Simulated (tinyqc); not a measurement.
Drifting, spreading and decaying minority pulse (Haynes-Shockley), Crank-Nicolson time steps: one step of the calculation.

Low injection in a uniform field: dn/dt = D d2n/dx2 - v dn/dx - n/tau with D = mu Vt and v = mu F towards +x. Exact solution on an infinite bar for a Gaussian start at x0: n = N0 exp(-t/tau) exp(-(x - x0 - v t)^2/(2 s^2))/sqrt(2 pi s^2), s^2 = s0^2 + 2 D t.

Question. Densities after a time step. (L n)_i = a n_(i-1) + b n_i + c n_(i+1), n = 0 beyond the ends. Crank-Nicolson step: solve n(new) - L n(new)/2 = n + L n/2.

a = 1.8314512
b = -2.1106441
c = 0.21252622
n at t = 0, node 1 to 10 (in units of 1e12 cm^-3): 0.1393822  0.5949437  1.4211406  1.8997251  1.4211406  0.5949437  0.1393822  0.0182739  0.0013407  0.0000550

Give: n at t = 1 dt.

Answer.

n at t = 1 dt, node 1 to 10 (in units of 1e12 cm^-3): 0.035  0.158  0.443  0.921  1.314  1.253  0.844  0.449  0.213  0.095

Computed by the program tinyqc: `OMP_NUM_THREADS=1 python tinyqc.py 2310128 2310129 out.jsonl`, one thread of a shared Intel Xeon 2.30GHz, about 0.01 s for the whole run.
